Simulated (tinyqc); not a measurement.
Comparisons within one model: static screening by free carriers. A value that a table varies takes the place of the one given here.

kF = (3 pi^2 n/Mv)^(1/3), EF = c kF^2/m with c = hbar^2/2m0, n in 1/angstrom^3 (1e-24 per 1/cm^3), e2 = e^2/(4 pi eps0). Thomas-Fermi: qTF^2 = 6 pi e2 n/(eps EF). Debye: qD^2 = 4 pi e2 n/(eps kB T).

F_j(eta) = (1/Gamma(j + 1)) integral_0^infinity x^j dx/(1 + exp(x - eta)), which tends to exp(eta) for eta << 0.

At finite T: qs^2 = qD^2 F_-1/2(eta)/F_1/2(eta), where n = Mv N F_1/2(eta) and N = 2 (m kB T/(4 pi c))^(3/2) with c = hbar^2/2m0, in 1/angstrom^3; times 1e24 for 1/cm^3.

Donor in the screened potential -(e2/eps) exp(-qs r)/r with the trial function exp(-r/a): E(a) = c/(m a^2) - (e2/eps) 4/(a (2 + qs a)^2), e2 = e^2/(4 pi eps0), c = hbar^2/2m0; isotropic mass.

Constants: hbar^2/2m0 = 3.80998211 eV angstrom^2; e^2/(4 pi eps0) = 14.39964547 eV angstrom; kB = 8.617333262e-05 eV/K; a0 (Bohr radius) = 0.5291772105 angstrom.

Parameters, chosen for this exercise (near those of Si; not measured data):
- m = 0.3301 m0 (mass of one isotropic valley)
- Mv = 6 (valleys)
- eps = 12.4 (background dielectric constant)
- T = 77 K
- n = 1.2e+17 1/cm^3 (carrier density)

## Screening unbinds the donor

All carriers n are taken as free and screen with qs(T); E(a) is minimised over a; a dash marks no bound state. aB = a0 eps/m.

Donor level:

| n (1/cm^3) | n^(1/3) aB | qs aB | E (meV) | a/aB |
|---|---|---|---|---|
| 1.0e+15 | 0.020 | 0.029 | -27.52 | 1.001 |
| 8.0e+15 | 0.040 | 0.083 | -24.63 | 1.005 |
| 4.0e+16 | 0.068 | 0.186 | -19.70 | 1.022 |
| 1.0e+17 | 0.092 | 0.293 | -15.28 | 1.051 |
| 3.0e+17 | 0.133 | 0.503 | -8.46 | 1.147 |
| 9.0e+17 | 0.192 | 0.849 | -1.56 | 1.514 |
| 2.0e+18 | 0.250 | 1.210 | - | - |
| 5.0e+18 | 0.340 | 1.726 | - | - |

aB = 19.9 angstrom

How do the results move?

The level rises from -27.52 meV at the lowest density to -1.56 meV at 9e+17 1/cm^3, against -29.21 meV unscreened. The trial function finds no bound state from 2e+18 1/cm^3 on, where qs aB = 1.21 and n^(1/3) aB = 0.25. This trial function loses binding at qs aB = 1 and the exact Yukawa problem at 1.19; the Mott rule of thumb is n^(1/3) aB = 0.26.

## From Debye to Thomas-Fermi

Screening lengths (angstrom):

| n (1/cm^3) | eta | Debye | Thomas-Fermi | finite T |
|---|---|---|---|---|
| 1.0e+16 | -5.92 | 213.2 | 26.63 | 213.3 |
| 7.0e+16 | -3.96 | 80.60 | 19.26 | 80.86 |
| 4.0e+17 | -2.19 | 33.72 | 14.40 | 34.35 |
| 1.0e+18 | -1.22 | 21.32 | 12.36 | 22.31 |
| 6.0e+18 | 1.04 | 8.705 | 9.171 | 10.83 |
| 2.0e+19 | 3.46 | 4.768 | 7.504 | 7.797 |
| 7.0e+19 | 8.47 | 2.549 | 6.090 | 6.126 |
| 2.0e+20 | 17.20 | 1.508 | 5.112 | 5.119 |

What can be read from the table?

Debye is within 5 % of the finite-T length up to 1e+18 1/cm^3 of the densities listed and Thomas-Fermi from 2e+19 on. The length goes as n^-0.50 at the low end and n^-0.17 at the high end, against the limits -1/2 and -1/6. Both limits give too short a length.

## What sets the screening length

All results formed anew. Each row changes one parameter from the base and keeps the others.

Results:

| case | Debye (angstrom) | Thomas-Fermi (angstrom) | finite T (angstrom) |
|---|---|---|---|
| base | 61.56 | 17.60 | 61.91 |
| n = 2.4e+17 1/cm^3 | 43.53 | 15.68 | 44.02 |
| m = 0.4291 m0 | 61.56 | 15.44 | 61.79 |
| eps = 14.88 | 67.43 | 19.28 | 67.82 |
| T = 137 K | 82.11 | 17.60 | 82.31 |
| Mv = 7 | 61.56 | 16.72 | 61.86 |

What does this show?

The largest shifts from the base row, up to three for each result and ties (the steps differ in size, so this ranks the rows, not the parameters). Debye (angstrom): T +20.6, n -18.0, eps +5.88; unchanged at the printed digits by m and Mv. Thomas-Fermi (angstrom): m -2.16, n -1.92, eps +1.68; unchanged at the printed digits by T. finite T (angstrom): T +20.4, n -17.9, eps +5.91.

Program tinyqc; command `OMP_NUM_THREADS=1 python tinyqc.py 1651434 1651435 out.jsonl`; about 0.01 s on one thread of a shared Intel(R) Xeon(R) Processor @ 2.30GHz.
